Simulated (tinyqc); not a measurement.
# Changing the planarisation length

Model: chemical-mechanical planarisation: Preston law, pattern density and step-height reduction. Computed by tinyqc, a small Python program. Command: `OMP_NUM_THREADS=1 python tinyqc.py 3019356 3019357 out.jsonl cmp sweep`. One thread of a shared host (Intel(R) Xeon(R) Processor @ 2.30GHz), about 0.02 s of CPU time with the checks.

A row of 8 cells, repeated periodically, holds raised features that cover a share rho of each cell.

Inputs (values chosen for the exercise, close to those used for oxide polishing):
```
quantity                          value  unit
Preston coefficient K           9.8e-14  1/Pa
pressure P                           24   kPa
platen and carrier speed             80   rpm
distance between the centres         19    cm
initial step height h0              150    nm
contact height h_c                   31    nm
film above the raised areas z0      230    nm
cell size                           1.3    mm
polish time t                        22     s
```

local pattern densities, cell by cell: 0.8  0.3  0.5  0.4  0.1  0.5  0.6  0.4

Method:
- With equal rotation speeds the relative speed is uniform, v = omega r_c; Preston rate R0 = K P v.
- The stiff pad averages the density: rho_eff(i) = sum_j w_ij rho_j / sum_j w_ij, w = exp(-2 d^2/L^2), L the planarisation length and d the distance between cell centres, summed over all periodic images of cell j.
- While h > h_c only raised areas polish, at R0/rho_eff, until t_c = rho_eff (h0 - h_c)/R0. After that h = h_c exp(-(t - t_c)/tau), tau = rho_eff h_c/R0; low areas polish at R0 (1 - h/h_c) and raised areas at R0 [1 + (1 - rho_eff) h/(rho_eff h_c)]. Removed from raised areas after t_c: h0 - h_c + R0 (t - t_c) + (1 - rho_eff)(h_c - h); from low areas: R0 (t - t_c) - rho_eff (h_c - h). Film left = z0 less the removal from raised areas.

One run for each value; columns: (1) planarisation length (mm); (2) range of film left across the row (nm); (3) largest remaining step (nm); (4) thinnest film left (nm):
```
(1)      (2)     (3)     (4)
0.39  114.41  47.046  12.637
0.57  114.40  47.043  12.640
0.82  112.97  46.291  13.317
1.20   95.75  36.821  21.075
1.70   66.09  20.767  33.303
2.50   41.58  12.152  44.905
3.70   26.88   9.152  53.886
5.40   13.03   6.181  60.881
7.80    3.07   4.401  65.767
```

Over the rows, range of film left across the row (nm) falls from 114 to 3.07; largest remaining step (nm) falls from 47.0 to 4.40; thinnest film left (nm) rises from 12.6 to 65.8 (exponent d ln y / d ln x 6.6e-4 between the first rows and 0.21 between the last). A long planarisation length makes every cell see the mean density.

Extremes, crossings and ranges named in words are read from the listed rows.
